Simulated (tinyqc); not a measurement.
Wannier functions of a composite (isolated) pair of valence bands (bonds of an sp chain): sweeps and comparisons. A value that a table varies takes the place of the one given here.

Each atom has a hybrid pointing left (<) and right (>). H(k): diagonal +V3 on A, -V3 on B; <A<|A>> = -V1a, <B<|B>> = -V1b, <A>|B<> = -V2, <B>|A<> = -V2p exp(ik); k in 1/a, Bloch sums with exp(ikR). The two lowest bands are filled. Trial functions in cell 0: g1 = cos(c) A> + sin(c) B<, and g2 = sin(c) B> + cos(c) A< of cell 1, whose Bloch vector has cos(c) exp(-ik) on A<. Projection A_mn = <psi_m|g_n>, S = A^+ A, Loewdin U = A S^(-1/2), Bloch-like states w_n = sum_m psi_m U_mn, H_W(k) = U^+ diag(E) U. P = sum_m |psi_m><psi_m| is free of phase choices, and S = g^+ P g, w = P g S^(-1/2).

Parameters, chosen for this exercise: V2 = 4.24 eV (coupling in the bond A-B inside the cell); V2p = 3.96 eV (coupling in the bond to the next cell); V1a = 1.33 eV (coupling of the two hybrids on A); V1b = 1.75 eV (the same on B); V3 = 2.02 eV (A at +V3, B at -V3); xb = 0.51 a (position of B (A at 0)); c = 35 degrees (trial bonds cos(c) on A, sin(c) on B).

## Choice of the trial bonds

N = 12; centres and spreads in real space with point-like hybrids at R and R + xb; smallest eigenvalue of S over the mesh.

Trial angle:
```
c (deg)  smallest S  centre 1 (a)  centre 2 (a)  sum of centres  total spread (a^2)  H_12(R = 0), mean over k (eV)
15            0.405        0.3610        0.6466          1.0076              0.1103                        -1.2501
30            0.663        0.3610        0.6466          1.0076              0.1098                        -1.2468
45            0.877        0.3610        0.6466          1.0076              0.1096                        -1.2442
55            0.967        0.3610        0.6466          1.0076              0.1095                        -1.2425
65            0.918        0.3610        0.6466          1.0076              0.1094                        -1.2408
75            0.799        0.3610        0.6466          1.0076              0.1095                        -1.2390
85            0.644        0.3610        0.6466          1.0076              0.1095                        -1.2369
```

The sum of the centres stays at 1.0076 a within 0.0000: it gives the electronic polarisation, modulo a, and is fixed by the filled space. Single centres move by less than 0.0001 a here and H_12(0), a matter of gauge, moves by 13 meV. The total spread runs only from 0.1094 to 0.1103 a^2, so the orthogonalisation repairs even poor trials; the projection is best at c = 55 degrees among these rows, and the two bonds, isolated, have c = 58 and 59.

## Interpolating the pair or each band alone

Largest error on 25 points from 0 to pi. Pair: diagonalise the Hermitian part of sum_R exp(ikR) H(R) over the N cells nearest the origin, with H(R) the mean of exp(-ikR) H_W(k) on the mesh k = 2 pi j/N. Alone: the cosine series of each sorted band on the same mesh.

Errors (meV):
```
N      pair  each band alone
3   7.82374         53.75000
4   0.59400          6.70900
5   0.30153          8.72415
6   0.06040          1.15111
8   0.00429          0.25373
10  0.00034          0.05233
14  0.00000          0.00264
```

smallest spacing of the two filled bands = 1.7408 eV

At N = 6 the pair errs by 0.060 meV and the single bands by 1.2; at N = 10, 0.00034 against 0.052. Both fall exponentially: the pair at a rate tied to the gap to the empty bands (6.06 eV), the single bands at a slower one tied to their own spacing (1.741 eV at the closest). Not every column falls at every step, since even meshes hold k = pi and odd ones do not.

## What each parameter does

N = 12: centres, total spread (point-like hybrids at R and R + xb) and H_12(0). Each row changes one parameter from the base and keeps the others.

Results:
```
case           centre 1 (a)  centre 2 (a)  total spread (a^2)  H_12(0) (eV)
base                 0.3610        0.6466              0.1097       -1.2459
V2 = 4.64 eV         0.3532        0.6461              0.1106       -1.2334
V2p = 4.36 eV        0.3617        0.6549              0.1107       -1.2324
V1a = 1.53 eV        0.3597        0.6478              0.1110       -1.2425
V1b = 1.95 eV        0.3611        0.6464              0.1112       -1.3867
V3 = 2.42 eV         0.3775        0.6304              0.1011       -1.3047
xb = 0.56 a          0.3960        0.6822              0.1114       -1.2459
```

The largest shifts from the base row, up to three for each result and ties (the steps differ in size, so this ranks the rows, not the parameters). centre 1 (a): xb +0.0350, V3 +0.0165, V2 -0.0077. centre 2 (a): xb +0.0356, V3 -0.0163, V2p +0.0083. total spread (a^2): V3 -0.0086, xb +0.0017, V1b +0.0015. H_12(0) (eV): V1b -0.1408, V3 -0.0588, V2p +0.0134; unchanged at the printed digits by xb.

tinyqc: `OMP_NUM_THREADS=1 python tinyqc.py 1451128 1451129 out.jsonl`; about 0.3 s, one thread, shared Intel(R) Xeon(R) Processor @ 2.30GHz.
